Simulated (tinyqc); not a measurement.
## From the Foster terms back to the ladder

Question. A two-node ladder (R1 between the nodes, R2 to ambient, C1 and C2 to ambient) has Z(t) = r_1 (1 - exp(-t/tau_1)) + r_2 (1 - exp(-t/tau_2)) at node 1. Find C1, R1, R2 and C2.

tau_1, tau_2 (ms): 0.22413016  2.3966698
r_1, r_2 (K/W): 0.61682681  0.45317319

Solution. The initial slope gives 1/C1 = sum r/tau, the initial curvature 1/(R1 C1^2) = sum r/tau^2, the final value R1 + R2 = sum r, and the determinant tau_1 tau_2 = R1 R2 C1 C2.

C1 = 0.3400 mJ/K
R1 = 0.7000 K/W
R2 = 0.3700 K/W
C2 = 6.100 mJ/K

Numbers from tinyqc (`OMP_NUM_THREADS=1 python tinyqc.py 2520110 2520111 out.jsonl`; about 0.01 s on one thread of a shared Intel Xeon 2.30GHz).
